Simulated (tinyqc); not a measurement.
Low-temperature mobility of a two-dimensional electron gas with static screening. Changing the depletion charge N_d. Computed by tinyqc, a small Python program. Command: `OMP_NUM_THREADS=1 python tinyqc.py 3007699 3007700 out.jsonl twodeg sweep`. One thread of a shared host (Intel(R) Xeon(R) Processor @ 2.30GHz), about 0.05 s of CPU time with the checks.

One subband is filled, the gas is degenerate and scatters at the Fermi circle; one permittivity serves on both sides of the interface. All formulas are in SI units, masses times m_0. Piezoelectric and polar phonons are left out, and n_s is taken as set by a gate, independent of N_i.

Inputs (values chosen for the exercise, modelled on a strained silicon well):

| quantity | value | unit |
|---|---|---|
| in-plane mass m | 0.185 | m_0 |
| mass across the layer m_z | 0.905 | m_0 |
| permittivity eps | 11.5 | - |
| valley degeneracy g_v | 2 | - |
| sheet density n_s | 2.3e+12 | 1/cm^2 |
| roughness height Delta | 0.67 | nm |
| correlation length Lambda | 11 | nm |
| remote charge density N_i | 3.1e+11 | 1/cm^2 |
| distance d of the charges from the interface | 15 | nm |
| density rho | 2329 | kg/m^3 |
| sound velocity v_l | 9090 | m/s |
| deformation potential D_A | 8.8 | eV |
| temperature T | 77 | K |

Wave function: Fang-Howard. Roughness spectrum: exponential.

Constants: m_0 = 9.1093837015e-31 kg; e = 1.602176634e-19 C; eps_0 = 8.8541878128e-12 F/m; hbar = 1.054571817e-34 J s; k_B = 1.380649e-23 J/K.

Method:
- k_F = sqrt(2 pi n_s/g_v); E_F = hbar^2 k_F^2/(2 m); q_TF = g_v m e^2/(2 pi eps eps_0 hbar^2); Fang-Howard parameter b = [12 m_z e^2 (N_d + 11 n_s/32)/(eps eps_0 hbar^2)]^(1/3), mean depth 3/b; effective field F = e (N_d + n_s/2)/(eps eps_0).
- Form factors with u = q/b: screening G(q) = [1 + 9u/8 + 3u^2/8]/(1 + u)^3, remote charge P(q) = exp(-q d)/(1 + u)^3. Dielectric function eps(q) = 1 + q_TF G(q)/q, with q = 2 k_F sin(theta/2).
- Roughness: <|U|^2> = (e F)^2 S(q), S = pi Delta^2 Lambda^2/(1 + q^2 Lambda^2/2)^(3/2).
- 1/tau_t = (m/(pi hbar^3)) int_0^pi (1 - cos theta) <|U|^2>/eps(q)^2 dtheta; the quantum rate 1/tau_q drops the factor (1 - cos theta); 200 Gauss-Legendre points in s with theta = pi s^2, s from 0 to 1; mu = e tau_t/m.
- Remote charges: <|U|^2> = N_i [e^2 P(q)/(2 eps eps_0 q)]^2.
- Unscreened deformation potential in equipartition: 1/tau = m D_A^2 k_B T I/(rho v_l^2 hbar^3), I = int |psi|^4 dz = 3 b/16 for the Fang-Howard function (used for both wave-function options); mu = e tau/m. Bloch-Grueneisen temperature T_BG = 2 hbar v_l k_F/k_B.
- At the Fermi circle the rates add, so 1/mu is the sum; sheet resistance 1/(n_s e mu); mean free path hbar k_F mu/e; the quantum time adds the rates 1/tau_q, with the isotropic acoustic rate e/(m mu).

One run for each value:

| depletion charge N_d (1/cm^2) | roughness mobility (cm^2/(V s)) | mean depth (nm) | acoustic mobility (cm^2/(V s)) | effective field F (MV/cm) | mobility mu (cm^2/(V s)) | remote-charge mobility (cm^2/(V s)) |
|---|---|---|---|---|---|---|
| 1.00e+10 | 14240 | 2.4683 | 26438 | 0.18252 | 9236.1 | 4.5309e+06 |
| 2.30e+10 | 13966 | 2.4551 | 26297 | 0.18457 | 9103.2 | 4.5264e+06 |
| 5.10e+10 | 13403 | 2.4275 | 26002 | 0.18898 | 8826.7 | 4.5171e+06 |
| 1.20e+11 | 12153 | 2.3646 | 25328 | 0.19983 | 8197.6 | 4.4958e+06 |
| 2.60e+11 | 10107 | 2.2545 | 24149 | 0.22186 | 7113.5 | 4.4587e+06 |
| 5.90e+11 | 6946 | 2.0583 | 22047 | 0.27379 | 5275.7 | 4.3929e+06 |
| 1.30e+12 | 3739 | 1.7925 | 19199 | 0.38550 | 3127.3 | 4.3043e+06 |
| 3.00e+12 | 1418 | 1.4700 | 15745 | 0.65300 | 1300.3 | 4.1978e+06 |

Over the rows, roughness mobility (cm^2/(V s)) falls from 14200 to 1420 (exponent d ln y / d ln x -0.023 between the first rows and -1.2 between the last); mean depth (nm) falls from 2.47 to 1.47 (exponent d ln y / d ln x -0.0064 between the first rows and -0.24 between the last); acoustic mobility (cm^2/(V s)) falls from 26400 to 15700 (exponent d ln y / d ln x -0.0064 between the first rows and -0.24 between the last). Depletion charge adds to the field in full, the gas itself by half; it thins the layer, which raises int |psi|^4 dz and with it the phonon rate.

Caution (all rows): k_B T exceeds a quarter of E_F, so scattering at the Fermi circle alone and zero-temperature screening are rough.
